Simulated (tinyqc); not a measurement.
Inside a calculation: sp3s* tight binding. Values are carried at full precision from step to step, so a last printed digit may differ when a step is redone from the rounded ones.

sp3s* tight binding, nearest neighbours only: anion (a) at 0, cation (c) at a/4 (1,1,1), orbitals s, px, py, pz, s* on each; k in units of 2 pi/a. With phases e_j = exp(i (pi/2) k.n_j) for n = (1,1,1), (1,-1,-1), (-1,1,-1), (-1,-1,1): g0 = (e1+e2+e3+e4)/4, g1 = (e1+e2-e3-e4)/4, g2 = (e1-e2+e3-e4)/4, g3 = (e1-e2-e3+e4)/4. The diagonal holds the levels Esa, Epa, Exa (s*) and Esc, Epc, Exc. Anion-cation block: <sa|sc> = Vss g0; <sa|xc> = Vsapc g1; <xa|sc> = -Vscpa g1; <xa|xc> = Vxx g0; <xa|yc> = <ya|xc> = Vxy g3, <xa|zc> = <za|xc> = Vxy g2, <ya|zc> = <za|yc> = Vxy g1; <s*a|xc> = Vxapc g1; <xa|s*c> = -Vpaxc g1; y and z take g2 and g3 in place of g1; s-s* and s*-s* vanish.

Constants: hbar^2/2m0 = 3.80998211 eV angstrom^2.

Parameters, chosen for this exercise (near a published set for diamond, fitted to gaps, whose masses and valley positions are rough; not measured data):
- k = (0.14, 0.14, 0.14) 2 pi/a (wave vector)
- Esa = -4.555 eV (s level of the anion)
- Epa = 3.851 eV (p level of the anion)
- Esc = -4.555 eV (s level of the cation)
- Epc = 3.851 eV (p level of the cation)
- Exa = 11.348 eV (s* level of the anion)
- Exc = 11.348 eV (s* level of the cation)
- Vss = -22.717 eV (s-s)
- Vxx = 3.842 eV (px-px)
- Vxy = 11.642 eV (px-py)
- Vsapc = 15.246 eV (s anion, p cation)
- Vscpa = 15.246 eV (s cation, p anion)
- Vxapc = 8.231 eV (s* anion, p cation)
- Vpaxc = 8.231 eV (p anion, s* cation)
- a = 3.565 angstrom (lattice constant)

## Phase sums

Form g0 to g3 at this k.

g0, g1, g2, g3: 0.92948-0.01038i  -0.04644+0.20776i  -0.04644+0.20776i  -0.04644+0.20776i

## The Hamiltonian without spin-orbit coupling

Fill in the 10 x 10 matrix.

H(k) (eV):
```
                   sa               xa               ya               za              s*a                sc
sa            -4.5550                0                0                0                0  -21.1149+0.2358i
xa                  0           3.8510                0                0                0    0.7080-3.1675i
ya                  0                0           3.8510                0                0    0.7080-3.1675i
za                  0                0                0           3.8510                0    0.7080-3.1675i
s*a                 0                0                0                0          11.3480                 0
sc   -21.1149-0.2358i   0.7080+3.1675i   0.7080+3.1675i   0.7080+3.1675i                0           -4.5550
xc    -0.7080-3.1675i   3.5710+0.0399i  -0.5407-2.4188i  -0.5407-2.4188i  -0.3823-1.7101i                 0
yc    -0.7080-3.1675i  -0.5407-2.4188i   3.5710+0.0399i  -0.5407-2.4188i  -0.3823-1.7101i                 0
zc    -0.7080-3.1675i  -0.5407-2.4188i  -0.5407-2.4188i   3.5710+0.0399i  -0.3823-1.7101i                 0
s*c                 0   0.3823+1.7101i   0.3823+1.7101i   0.3823+1.7101i                0                 0

                  xc               yc               zc             s*c
sa   -0.7080+3.1675i  -0.7080+3.1675i  -0.7080+3.1675i               0
xa    3.5710-0.0399i  -0.5407+2.4188i  -0.5407+2.4188i  0.3823-1.7101i
ya   -0.5407+2.4188i   3.5710-0.0399i  -0.5407+2.4188i  0.3823-1.7101i
za   -0.5407+2.4188i  -0.5407+2.4188i   3.5710-0.0399i  0.3823-1.7101i
s*a  -0.3823+1.7101i  -0.3823+1.7101i  -0.3823+1.7101i               0
sc                 0                0                0               0
xc            3.8510                0                0               0
yc                 0           3.8510                0               0
zc                 0                0           3.8510               0
s*c                0                0                0         11.3480
```

## Levels at this k

Diagonalise H, which belongs to k = (0.14, 0.14, 0.14) (2 pi/a). Four bands are filled (two electrons each); give the make-up of band 5, the lowest empty one.

levels (eV): -26.5974  -3.5113  -0.9397  -0.9397  7.4975  8.6417  8.6417  11.8183  13.5946  18.4863

weights of band 5: s 0.028, p 0.599, s* 0.372

weight of band 5 on atom a = 0.500

The vertical gap at this k is 8.4373 eV; band 5 is mostly p-like.

## Levels at Gamma

At k = 0 only g0 = 1 is left and H falls into 2 x 2 blocks [[E_a, V], [V, E_c]] with roots (E_a + E_c)/2 -/+ sqrt(((E_a - E_c)/2)^2 + V^2); the s* levels stay uncoupled. The direct gap runs from the highest lower root of the p blocks to the lowest upper root.

Blocks at Gamma (eV):
```
block            E_a      E_c         V  lower root  upper root
s (Gamma1)   -4.5550  -4.5550  -22.7170    -27.2720     18.1620
p (Gamma15)   3.8510   3.8510    3.8420      0.0090      7.6930
```

direct gap at Gamma = 7.6840 eV

The lowest empty level at Gamma is p-like.

## Bands near the gap

Diagonalise at L = (1/2,1/2,1/2), X = (1,0,0), W = (1,1/2,0), K = (3/4,3/4,0) and at the fractions named between them; energies from the top of the valence band at Gamma; 4 bands are filled.

Levels (eV):
```
k        level 2  level 3  level 4  level 5  level 6
L        -15.565   -3.900   -3.900    7.556   10.012
L-G 0.5   -8.116   -2.269   -2.269    7.117    9.953
G          0.000    0.000    0.000    7.684    7.684
G-X 0.2   -1.512   -1.286   -1.286    6.758    8.970
G-X 0.4   -4.975   -3.674   -3.674    5.647   11.358
G-X 0.6   -9.094   -5.844   -5.844    5.304   10.707
G-X 0.7  -11.186   -6.677   -6.677    5.477    9.881
G-X 0.8  -13.237   -7.294   -7.294    5.870    8.975
G-X 0.9  -15.213   -7.672   -7.672    6.458    8.062
X        -17.093   -7.800   -7.800    7.205    7.205
W        -17.093   -7.800   -7.800    7.205    7.205
K        -16.134   -8.357   -6.658    6.847    7.810
K-G 0.5   -9.261   -5.258   -2.408    6.770   10.092
```

On these points the lowest empty level is lowest at G-X 0.6, 5.304 eV above the top.

## Valleys and masses

The lowest conduction level at Gamma, at its minimum on (x,0,0) for x from 0.5 to 1, and at the point L (L, and X where the search ends there, need not be minima in this model; a zero or negative inverse mass shows it). Inverse masses m0/m = (E(+h) + E(-h) - 2 E)/(2 c q^2) with c = hbar^2/2m0, q = h 2 pi/a, h = 0.002; longitudinal along the valley axis ([100] at Gamma and Delta, [111] at L), transverse along [010] or [1-10]. A dash: the next level lies within 0.15 eV, so a single mass has no use there.

Valleys:
```
valley  x (2 pi/a)  E - Ev (eV)  m0/m_l  m0/m_t
Gamma       0.0000       7.6840       -       -
Delta       0.5752       5.2970    0.98    0.93
L           0.5000       7.5561   -0.98   -1.74
```

Of these three the lowest is the Delta line, which makes the gap indirect, 5.2970 eV. A negative value marks a point that is no minimum along that axis. At Delta m0/m_t is 0.93. This nearest-neighbour model is fitted to gaps: it places the Delta minimum and the masses at Delta and L only roughly (transverse masses can be several times too heavy), and since its bands are flat from X to W the transverse mass grows too heavy towards X; d orbitals or second neighbours cure this.

## Checks

- Direct gap at Gamma from the blocks against the full matrix: both 7.68400.

(tinyqc, `OMP_NUM_THREADS=1 python tinyqc.py 1480320 1480321 out.jsonl`, Intel(R) Xeon(R) Processor @ 2.30GHz, 1 thread, shared host, about 0.07 s.)
